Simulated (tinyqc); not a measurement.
From concentration in the oxide back to segregation coefficient m = C(silicon)/C(oxide): dopant redistribution at a moving silicon-oxide interface during parabolic oxidation. Computed by tinyqc, a small Python program. Command: `OMP_NUM_THREADS=1 python tinyqc.py 3015914 3015915 out.jsonl segox inv`. One thread of a shared host (Intel(R) Xeon(R) Processor @ 2.30GHz), about 0.01 s of CPU time with the checks.

Uniformly doped silicon is oxidised with x_ox = sqrt(B t); the interface advances into the silicon by alpha x_ox, alpha = 0.44. The dopant does not move in the oxide, and at the interface C(silicon) = m C(oxide).

Inputs (values chosen for the exercise, modelled on phosphorus in silicon under dry oxygen): dopant prefactor D0 = 3.95 cm^2/s; dopant activation energy E = 3.7 eV; oxidation prefactor B0 = 709 um^2/h; oxidation activation energy E_B = 1.23 eV; bulk doping C_B = 2.5e+17 1/cm^3; temperature T = 1125 C; time t = 1.2 h.

Constants: k_B = 8.617333262e-05 eV/K.

Method:
- D = D0 exp(-E/(k_B T)), converted with 1 cm^2/s = 3.6e11 um^2/h; B = B0 exp(-E_B/(k_B T)); s = alpha sqrt(B/(4 D)), the interface advance over 2 sqrt(D t).
- Temperatures in kelvin are T(C) + 273.15.
- With the dopant diffusivity D and s = alpha x_ox/(2 sqrt(D t)), in the silicon C = C_B + (C_s - C_B) erfc(y/(2 sqrt(D t)))/erfc(s), y from the original surface. Dopant balance at the interface gives C_s/C_B = 1/[1 + (1/(m alpha) - 1) g], g = sqrt(pi) s exp(s^2) erfc(s).

Problem. A run gave the result below. Find the segregation coefficient m = C(silicon)/C(oxide), known to lie between 6.8 and 27.

concentration in the oxide = 2.267568e+16 1/cm^3

Solution.

Each step takes the trial c = (a f_b - b f_a)/(f_b - f_a), f being the result less the target and a, b, c the logarithms of the listed values; c replaces end b, the old b replaces a if the sign of f changed, and otherwise f_a is halved.

Scan of the range:
```
segregation coefficient m = C(silicon)/C(oxide)  concentration in the oxide (1/cm^3)
6.80                                                                     4.28073e+16
8.56                                                                     3.45926e+16
10.80                                                                    2.78024e+16
13.50                                                                    2.24828e+16
17.10                                                                    1.79130e+16
21.50                                                                    1.43485e+16
27.00                                                                    1.14904e+16
```

False position (Illinois rule, in the logarithm of the input) inside the bracket:
```
step    end a    end b    trial  concentration in the oxide (1/cm^3)
1     10.8000  13.5000  13.3912                          2.26575e+16
2     10.8000  13.3912  13.3709                          2.26904e+16
3     13.3912  13.3709  13.3800                          2.26757e+16
4     13.3709  13.3800  13.3800                          2.26757e+16
```

Concentration in the oxide falls at every point of a 13-point scan of the range (every second point is shown), so one value fits; it is bracketed by 10.8 and 13.5. Answer: segregation coefficient m = C(silicon)/C(oxide) = 13.38.

Caution: in this case the oxide is not much thicker than a typical Deal-Grove length A, so real growth is slower than parabolic. Caution: parabolic growth needs an oxide much thicker than the Deal-Grove length A, which fails for thin films and low temperatures; oxidation-enhanced or retarded diffusion is ignored.
